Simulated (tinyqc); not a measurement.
Implant damage, amorphisation by cascade overlap, and solid-phase epitaxial regrowth. Changing the dose Q. Computed by tinyqc, a small Python program. Command: `OMP_NUM_THREADS=1 python tinyqc.py 3113992 3113993 out.jsonl sper sweep`. One thread of a shared host (Intel(R) Xeon(R) Processor @ 2.30GHz), about 0.01 s of CPU time with the checks.

Range and width of the damage are inputs. Dynamic annealing enters only through the surviving share f.

Inputs (values chosen for the exercise, modelled on silicon ions in germanium):

| quantity | value | unit |
|---|---|---|
| atomic density N | 44.2 | 1/nm^3 |
| ion Z1 | 14 | - |
| ion mass M1 | 28 | u |
| target Z2 | 32 | - |
| target mass M2 | 72.63 | u |
| ion energy E | 12 | keV |
| displacement energy E_d | 14 | eV |
| depth of the damage peak R_d | 8.9 | nm |
| width of the damage profile s_d | 4.4 | nm |
| share of defects that survive f | 0.58 | - |
| critical displaced share x_c | 0.12 | - |
| regrowth prefactor v0 | 3.5e+16 | nm/s |
| regrowth energy E_a | 2.16 | eV |
| anneal temperature | 383 | C |
| rate relative to (100) | 1 | - |
| peak enhancement by the dopant | 10 | - |

Constants: a_0 = 0.529177210903 angstrom; e^2/(4 pi eps_0) = 14.39964548 eV angstrom; k_B = 8.617333262e-05 eV/K.

Method:
- Robinson partition: eps = E a M2/(Z1 Z2 (e^2/(4 pi eps_0)) (M1 + M2)), a = 0.8853 a_0/sqrt(Z1^(2/3) + Z2^(2/3)); k = 0.0793 Z1^(2/3) Z2^(1/2) (M1 + M2)^(3/2)/((Z1^(2/3) + Z2^(2/3))^(3/4) M1^(3/2) M2^(1/2)); damage energy T_d = E/(1 + k (eps + 0.40244 eps^(3/4) + 3.4008 eps^(1/6))); displacements nu = 0.8 T_d/(2 E_d).
- Displaced share x(z) = f nu Q exp(-(z - R_d)^2/(2 s_d^2))/(sqrt(2 pi) s_d N); the layer is amorphous where x > x_c, between R_d -/+ s_d sqrt(2 ln(x_max/x_c)), the upper edge being cut at the surface. Threshold dose Q_c = Q x_c/x_max.
- Displaced atoms per area beyond the lower edge z2: f nu Q (1/2) erfc((z2 - R_d)/(sqrt2 s_d)); they are not removed by regrowth.
- v = v0 x orientation factor x exp(-E_a/(k_B T)) x [1 + (enhancement - 1) exp(-(z - R_d)^2/(2 s_d^2))], T = anneal temperature + 273.15 K; the dopant is taken to follow the damage profile; the lower front moves from the lower edge z2 to the surface, or to the middle (z1 + z2)/2 of a buried layer with upper edge z1; time = int dz/v; the equivalent undoped distance is that time times the undoped velocity.

One run for each value:

| dose Q (1/cm^2) | lower edge (nm) | upper edge (nm) | displaced atoms beyond z2 (1/cm^2) | time with enhancement (s) |
|---|---|---|---|---|
| 6.20e+13 | 11.697 | 6.1033 | 1.8794e+15 | 0.3311 |
| 1.30e+14 | 14.941 | 2.8593 | 1.2744e+15 | 0.9106 |
| 2.60e+14 | 16.858 | 0.9421 | 1.0585e+15 | 1.5206 |
| 5.40e+14 | 18.472 | 0.0000 | 9.2260e+14 | 4.2790 |
| 1.10e+15 | 19.817 | 0.0000 | 8.3184e+14 | 5.2148 |
| 2.30e+15 | 21.055 | 0.0000 | 7.6186e+14 | 6.2811 |
| 4.70e+15 | 22.144 | 0.0000 | 7.0882e+14 | 7.3434 |
| 9.70e+15 | 23.164 | 0.0000 | 6.6513e+14 | 8.4052 |
| 2.00e+16 | 24.115 | 0.0000 | 6.2876e+14 | 9.4288 |

Describe the trends.

Over the rows, lower edge (nm) rises from 11.7 to 24.1 (exponent d ln y / d ln x 0.33 between the first rows and 0.056 between the last); upper edge (nm) falls from 6.10 to 0, flat over part of the range; displaced atoms beyond z2 (1/cm^2) falls from 1.88e15 to 6.29e14 (exponent d ln y / d ln x -0.52 between the first rows and -0.078 between the last).  Left out: 3.00e13 (the dose does not amorphise).
